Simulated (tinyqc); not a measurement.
Sweep of a uniaxial [001] stress: six-band Luttinger-Kohn model with strain.

Six-band Luttinger-Kohn model in the basis |3/2,3/2>, |3/2,1/2>, |3/2,-1/2>, |3/2,-3/2>, |1/2,1/2>, |1/2,-1/2>, electron energies, zero at the top of the unstrained valence band. H = -[rows: (P+Q, -S, R, 0, -S/r2, r2 R); (-S*, P-Q, 0, R, -r2 Q, r32 S); (R*, 0, P-Q, S, r32 S*, r2 Q); (0, R*, S*, P+Q, -r2 R*, -S*/r2); (-S*/r2, -r2 Q, r32 S, -r2 R, P+Dso, 0); (r2 R*, r32 S*, r2 Q, -S/r2, 0, P+Dso)], r2 = sqrt(2), r32 = sqrt(3/2). Levels are twofold.

P = c g1 k^2 - av tr(e); Q = c g2 (kx^2 + ky^2 - 2 kz^2) - (b/2)(exx + eyy - 2 ezz); R = c sqrt3 [-g2 (kx^2 - ky^2) + 2i g3 kx ky] + (sqrt3/2) b (exx - eyy) - i d exy; S = 2 c sqrt3 g3 (kx - i ky) kz - d (exz - i eyz); c = hbar^2/2m0, e the strain tensor (not engineering shear).

s11 = (C11 + C12)/((C11 - C12)(C11 + 2 C12)), s12 = -C12/((C11 - C12)(C11 + 2 C12)), s44 = 1/C44; exx = s11 sxx + s12 (syy + szz) and cyclic, exy = s44 sxy/2; tension is positive. A uniaxial stress X along the unit vector n is s_ij = X n_i n_j.

Constants: hbar^2/2m0 = 3.80998211 eV angstrom^2.

Parameters, chosen for this exercise (near those of InP; the results hold for these values, not for the real material): Dso = 0.108 eV (spin-orbit splitting); g1 = 5.08 (Luttinger gamma1); g2 = 1.6 (gamma2); g3 = 2.1 (gamma3); av = 0.6 eV (valence hydrostatic potential); b = -2 eV (tetragonal shear potential); d = -5 eV (trigonal shear potential); C11 = 100.6 GPa; C12 = 55.9 GPa; C44 = 45.5 GPa; load = uniaxial [001] (kind of stress).

Edges at k = 0 and curvature masses of the top pair along [110] and [001] (step 0.0002 1/angstrom); at zero stress the top is fourfold and has no single curvature.

Edges and masses:
```
X (GPa)  top (eV)  second (eV)  third (eV)  splitting (meV)  m [110]  m [001]
-3.00      0.2298      -0.1427     -0.2205            372.5    0.515    0.088
-2.00      0.1456      -0.0951     -0.1754            240.7    0.499    0.089
-1.00      0.0647      -0.0476     -0.1336            112.3    0.450    0.093
0.00       0.0000       0.0000     -0.1080              0.0        -        -
1.00       0.0476      -0.0028     -0.1443             50.4    0.150    0.532
2.00       0.0951       0.0338     -0.2200             61.3    0.150    0.532
3.00       0.1427       0.0776     -0.3029             65.1    0.150    0.532
```

What can be read from this table?

The splitting reaches 372.5 meV under compression and 65.1 meV under the same tension; linear shear terms alone would make the two equal, and the difference comes from the coupling to the split-off band. At the ends of the sweep the top pair has a mass along [110] of 0.515 under compression and 0.150 under tension, so tension gives the lighter holes along [110]; along [001] it has 0.088 and 0.532. The top edge itself moves by +230 and +143 meV. The ends of the sweep mean strains up to 4.9 %, beyond the range of linear deformation potentials.

Program tinyqc; command `OMP_NUM_THREADS=1 python tinyqc.py 1080505 1080506 out.jsonl`; about 0.03 s on one thread of a shared Intel(R) Xeon(R) Processor @ 2.30GHz.
